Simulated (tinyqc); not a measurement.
What moves the results: mean-field antiferromagnet of the Hubbard model on the square lattice. A value that a table varies takes the place of the one given here.

e(k) = -2 t (cx + cy) - 4 t2 cx cy, ci = cos ki; one electron a site; Q = (pi, pi). <n_up - n_dn> = m cos(Q.R) gives Delta = U m/2 and bands E = e+ -/+ sqrt(e-^2 + Delta^2), e+- = (e(k) +- e(k + Q))/2 (the constant U/2 is dropped). Means run over the mesh k_i = 2 pi (j + 1/2)/N of the whole zone: mu from mean(f(E-) + f(E+)) = 1; m(out) = mean of Delta (f(E-) - f(E+))/sqrt(e-^2 + Delta^2); free energy per site F = -kT mean[ln(1 + exp(-(E- - mu)/kT)) + ln(1 + exp(-(E+ - mu)/kT))] + mu + U m^2/4. Order at T > 0 in two dimensions is an artefact of mean field.

Constants: kB = 8.617333262e-05 eV/K.

Inputs chosen for the exercise: t = 0.4 eV (nearest hopping); t2 = 0 eV (second hopping); T = 300 K; U = 3.7 eV (on-site repulsion).

## From weak to strong coupling

Mesh N = 48, start m = 0.9, at most 400 steps; U takes the listed multiples of t. The gap (negative: overlap) is read for that Delta on the unshifted mesh N = 64, which holds the band extrema.

Results:
```
U/t       m  Delta (eV)  gap (eV)  F - F(0) (meV)  J = 4 t^2/U (meV)
1.5   0.226       0.068     0.135           -0.65               1067
2.0   0.375       0.150     0.300           -5.45                800
3.0   0.566       0.340     0.679          -28.53                533
4.0   0.691       0.553     1.105          -68.71                400
5.0   0.772       0.772     1.545         -122.68                320
6.0   0.827       0.993     1.986         -186.97                267
8.0   0.893       1.428     2.857         -336.24                200
12.0  0.948       2.276     4.552         -678.88                133
20.0  0.981       3.922     7.844        -1428.92                 80
```

Every row has a moment above 0.02; a gap is open from U/t = 1.5 on. With t2 = 0 the Fermi surface is nested by Q, so at zero temperature and on an infinite mesh any U orders; at small U the finite mesh and kT = 0.065 t can suppress or reduce the moment. At U/t = 20 m has reached 0.981 and the gap is 0.98 U. Mean field leaves out spin fluctuations, which lower m (at large U to about 0.6 on the square and 0.85 on the simple cubic lattice) and the ordering temperature, which is zero in two dimensions.

## Order against temperature

Mesh N = 48, start m = 0.9, at most 400 steps; Delta(50 K) = 1.6962 eV.

Results:
```
T (K)  kT/Delta(50 K)      m  Delta (eV)
980             0.050  0.917      1.6962
2950            0.150  0.915      1.6929
4920            0.250  0.884      1.6353
6890            0.350  0.778      1.4395
8270            0.420  0.629      1.1631
9450            0.480  0.394      0.7287
10630           0.540  0.000      0.0000
11810           0.600  0.000      0.0000
13780           0.700  0.000      0.0000
```

The moment is below 0.02 from 10630 K on (kT/Delta = 0.54); close to the transition 400 steps may not suffice, so a small m in the row before can be unconverged. Weak-coupling theory puts the transition at 0.567 and the atomic limit at 0.5. At U/t = 9.2 this scale marks the loss of local moments, while order between them is lost on the scale J = 4 t^2/U = 2007 K. In two dimensions fluctuations forbid long-range order at any finite T, which mean field misses.

## Mesh

Start m = 0.9, at most 400 steps.

Results:
```
N        m  Delta (eV)
4   0.9158      1.6943
6   0.9169      1.6962
8   0.9169      1.6962
12  0.9169      1.6962
16  0.9169      1.6962
24  0.9169      1.6962
48  0.9169      1.6962
```

m spans 0.9158 to 0.9169; it stays within 0.002 of the last value from N = 4 on. The level spacing across the Fermi surface, about 4 pi t/N, should fall below the larger of Delta = 1.696 eV and kT, a rough rule that asks for N above about 3.0.

## What moves the order

Mesh N = 48, start m = 0.9; the gap (negative: overlap) is read for that Delta on the unshifted mesh N = 64. Each row changes one parameter from the base and keeps the others.

Results:
```
case                m  Delta (eV)  gap (eV)
base           0.9169      1.6962    3.3925
U = 4.07 eV    0.9300      1.8925    3.7850
t = 0.44 eV    0.9016      1.6680    3.3361
t2 = -0.02 eV  0.9169      1.6962    3.3125
T = 900 K      0.9169      1.6962    3.3925
```

The largest shifts from the base row, up to three for each result and ties (the steps differ in size, so this ranks the rows, not the parameters). m: t -0.0152, U +0.0131; unchanged at the printed digits by t2 and T. Delta (eV): U +0.1963, t -0.0282; unchanged at the printed digits by t2 and T. gap (eV): U +0.3926, t2 -0.0800, t -0.0564; unchanged at the printed digits by T.

(tinyqc, `OMP_NUM_THREADS=1 python tinyqc.py 1680687 1680688 out.jsonl`, Intel(R) Xeon(R) Processor @ 2.30GHz, 1 thread, shared host, about 0.1 s.)
